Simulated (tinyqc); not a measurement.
Pinning factor and neutrality level from two metals.

Inverse problem. On an oxide a metal of vacuum work function pM shows the effective value Phi + S (pM - Phi), with S = 1/(1 + 0.1 (eps_inf - 1)^2). Find S, Phi and eps_inf.

effective work functions for metals of 4.24 and 5.52 eV (eV): 4.3884923  5.5002886

Answer. The slope is S, and the point where both work functions agree is Phi.

S = 0.869
Phi = 5.37 eV
eps_inf = 2.23

Computed by the program tinyqc: `OMP_NUM_THREADS=1 python tinyqc.py 2410158 2410159 out.jsonl`, one thread of a shared Intel Xeon 2.30GHz, about 0.01 s for the whole run.
